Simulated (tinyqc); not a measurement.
# Minority-electron transport through the base of a bipolar transistor (Moll-Ross and Kroemer integrals), step by step

A worked calculation. Computed by tinyqc, a small Python program that keeps every step. Command: `OMP_NUM_THREADS=1 python tinyqc.py 3006957 3006958 out.jsonl base walk`. One thread of a shared host (Intel(R) Xeon(R) Processor @ 2.30GHz), about 0.01 s of CPU time with the checks. Intermediate numbers are printed to about 7 digits and carried at full precision; extremes and crossings named in words are read from the listed rows.

Low injection, one dimension, x from the emitter edge (0) to the collector edge (W), s = x/W. Recombination is treated as a small correction (valid for tau_B well below tau_n), computed from the stored charge.

Inputs (values chosen for the exercise, modelled on SiGe):

| quantity | value | unit |
|---|---|---|
| intrinsic density n_i at the emitter edge | 8.4e+10 | 1/cm^3 |
| base doping at the emitter edge N_0 | 7.2e+18 | 1/cm^3 |
| base width W | 320 | nm |
| mu_min | 160 | cm^2/(V s) |
| mu_max | 1090 | cm^2/(V s) |
| N_ref | 8e+16 | 1/cm^3 |
| saturation velocity v_s | 0.94 | 1e7 cm/s |
| electron lifetime tau_n | 210 | ns |
| emitter Gummel number G_E | 4.5e+12 | s/cm^4 |
| base-emitter voltage V_BE | 0.71 | V |
| temperature T | 300 | K |
| doping ratio N_0/N(W) | 13 | - |
| gap narrowing across the base dE_g | 180 | meV |

Base doping profile: Gaussian. Gap grading: linear. Exit of the base: saturation velocity.

Constants: k_B = 8.617333262e-05 eV/K; e = 1.602176634e-19 C.

## Profile and built-in field

N(x) = N_0 (ratio)^(-s^2); n_i(x)^2 = n_i^2 exp(s dE_g/k_B T); D(x) = (k_B T/e) mu, mu = mu_min + (mu_max - mu_min)/(1 + (N/N_ref)^0.7). Field that drives electrons towards the collector, averaged over the base: (k_B T/e) ln[N_0 n_i(W)^2/(N(W) n_i^2)]/W.

Across the base:

| s | N (1/cm^3) | n_i(x)^2/n_i^2 | D (cm^2/s) | y (s/cm^5) |
|---|---|---|---|---|
| 0.0 | 7.200000e+18 | 1.000000e+00 | 5.124377 | 1.405049e+18 |
| 0.2 | 6.497926e+18 | 4.025069e+00 | 5.194710 | 3.107707e+17 |
| 0.4 | 4.776410e+18 | 1.620118e+01 | 5.435426 | 5.424019e+16 |
| 0.6 | 2.859650e+18 | 6.521089e+01 | 5.954240 | 7.364892e+15 |
| 0.8 | 1.394469e+18 | 2.624784e+02 | 7.000298 | 7.589247e+14 |
| 1.0 | 5.538462e+17 | 1.056494e+03 | 9.068648 | 5.780690e+13 |

drift factor eta (potential drop in k_B T/e) = 9.527660

mean built-in field = 7.697158 kV/cm

## Collector current and transit time

With y(x) = N n_i^2/(D n_i(x)^2): base Gummel number G_B = int_0^W y dx + N(W) n_i^2/(v_s n_i(W)^2); J_C = e n_i^2 exp(e V_BE/k_B T)/G_B; n(x) = (J_C/e)(n_i(x)^2/(N n_i^2)) [int_x^W y dx + the same exit term]; transit time tau_B = (e/J_C) int n dx; trapezoid rule on 401 even points.

base Gummel number G_B = 5.862786e+12 s/cm^4

collector current density J_C = 163.1699 A/cm^2

base transit time tau_B = 16.64270 ps

share of the exit term in G_B = 9.512404e-04 %

mean velocity W/tau_B = 0.1922765 1e7 cm/s

Plain diffusion with the D of the emitter edge would take W^2/(2D) = 99.9 ps, 6.00 times the result.

## Gain and speed

Emitter-limited gain beta_E = G_E/G_B; recombination-limited gain beta_R = tau_n/tau_B; 1/beta = 1/beta_E + 1/beta_R; f_T from the base alone = 1/(2 pi tau_B).

beta_E = 0.7675531

beta_R = 12618.15

current gain beta = 0.7675064

f_T from the base alone = 9.563050 GHz

The gain is limited mainly by hole injection into the emitter (100 % of the base current). Caution: a current gain below 1 is far from a working transistor: the base is too heavily doped or too wide for this emitter and lifetime.

## What grading buys

The formulas are those given above.

The same base with other gradings:

| dE_g (meV) | dE_g/k_B T | G_B (s/cm^4) | J_C gain | tau_B (ps) | speed gain |
|---|---|---|---|---|---|
| 0 | 0.00000 | 2.277165e+13 | 1.000000 | 44.03108 | 1.000000 |
| 25 | 0.96704 | 1.719126e+13 | 1.324606 | 36.31474 | 1.212485 |
| 50 | 1.93409 | 1.351480e+13 | 1.684942 | 30.71679 | 1.433453 |
| 75 | 2.90113 | 1.098395e+13 | 2.073175 | 26.51967 | 1.660318 |
| 100 | 3.86817 | 9.172058e+12 | 2.482720 | 23.28126 | 1.891267 |
| 150 | 5.80226 | 6.804875e+12 | 3.346373 | 18.65043 | 2.360861 |
| 200 | 7.73635 | 5.360199e+12 | 4.248285 | 15.52383 | 2.836354 |
| 300 | 11.60452 | 3.725285e+12 | 6.112727 | 11.60130 | 3.795356 |

At 100 meV J_C rises by a factor 2.48 and the transit is 1.89 times faster; at 300 meV the factors are 6.11 and 3.80. For a uniform base without exit term both tend to be linear in dE_g/k_B T, J_C as x/(1 - exp(-x)) and the speed as x/2.

Checks made by the program: Gummel integral against a 60-point Gauss rule (relative difference 4e-06).
